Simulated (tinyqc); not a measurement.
Specific resistance of a metal-semiconductor contact and its transmission-line measurement. Changing the doping N. Computed by tinyqc, a small Python program. Command: `OMP_NUM_THREADS=1 python tinyqc.py 3001456 3001457 out.jsonl contact sweep`. One thread of a shared host (Intel(R) Xeon(R) Processor @ 2.30GHz), about 0.02 s of CPU time with the checks.

The barrier is parabolic (depletion approximation), energies E are normal energies counted from the band edge in the neutral semiconductor (downwards for holes), and the bias is zero. xi is an input, held fixed when other inputs move.

Inputs (values chosen for the exercise, modelled on n-type GaAs):

| quantity | value | unit |
|---|---|---|
| tunnelling mass m | 0.062 | m_0 |
| permittivity eps | 12.9 | - |
| Richardson constant A* | 8.03 | A/(cm^2 K^2) |
| barrier height phi_B | 0.65 | eV |
| Fermi level above the band edge in the bulk, xi | 0.1 | eV |
| temperature T | 200 | K |

Image-force lowering: included.

Constants: hbar = 1.054571817e-34 J s; eps_0 = 8.8541878128e-12 F/m; m_0 = 9.1093837015e-31 kg; k_B = 8.617333262e-05 eV/K; e = 1.602176634e-19 C.

Method:
- E_00 = (e hbar/2) sqrt(N/(eps eps_0 m)); band bending E_b = phi_B + xi; depletion width w = sqrt(2 eps eps_0 E_b/(e^2 N)). Image lowering d_phi = (e^3 N E_b/(8 pi^2 (eps eps_0)^3))^(1/4) (E_b in volts), and E_b - d_phi replaces E_b everywhere except in w.
- WKB transmission for E < E_b, with a = E/E_b: D = exp{-(E_b/E_00) [sqrt(1 - a) - a ln((1 + sqrt(1 - a))/sqrt(a))]}; D = 1 above.
- At zero bias 1/rho_c = (e A*/k_B^2) int D(E) f(E) dE, f = 1/(1 + exp((E - xi)/k_B T)); 200 Gauss-Legendre points from 0 to E_b, and k_B T ln(1 + exp((xi - E_b)/k_B T)) for the part above the barrier; the share of tunnelling is the part below.

One run for each value:

| doping N (1/cm^3) | specific contact resistance rho_c (ohm cm^2) | E_00/k_B T | share of tunnelling (%) | depletion width (nm) |
|---|---|---|---|---|
| 1.00e+17 | 2.4522e+06 | 0.3809 | 98.029 | 103.41 |
| 1.90e+17 | 2.8830e+05 | 0.5251 | 99.652 | 75.02 |
| 3.60e+17 | 1.3256e+04 | 0.7227 | 99.974 | 54.50 |
| 6.70e+17 | 2.2439e+02 | 0.9860 | 99.999 | 39.95 |
| 1.30e+18 | 1.3297e+00 | 1.3734 | 100.000 | 28.68 |
| 2.40e+18 | 1.5417e-02 | 1.8661 | 100.000 | 21.11 |
| 4.50e+18 | 3.6587e-04 | 2.5553 | 100.000 | 15.42 |
| 8.40e+18 | 2.0630e-05 | 3.4912 | 100.000 | 11.28 |
| 1.60e+19 | 2.2096e-06 | 4.8183 | 100.000 | 8.18 |
| 3.00e+19 | 4.4137e-07 | 6.5977 | 100.000 | 5.97 |

Over the rows, specific contact resistance rho_c (ohm cm^2) falls from 2.45e6 to 4.41e-7 (exponent d ln y / d ln x -3.3 between the first rows and -2.6 between the last); E_00/k_B T rises from 0.381 to 6.60 (exponent d ln y / d ln x about 0.50 throughout); share of tunnelling (%) rises from 98.0 to 100.0, flat over part of the range. The exponent of depletion width stays at -0.50: the depletion approximation. xi is held fixed. Doping thins the barrier, and the tunnelling exponent, of order phi_B/E_00, falls as N^(-1/2). E_00 passes 5 k_B T (field emission) between 1.60e19 and 3.00e19 per cm^3.

Extremes, crossings and ranges named in words are read from the listed rows.
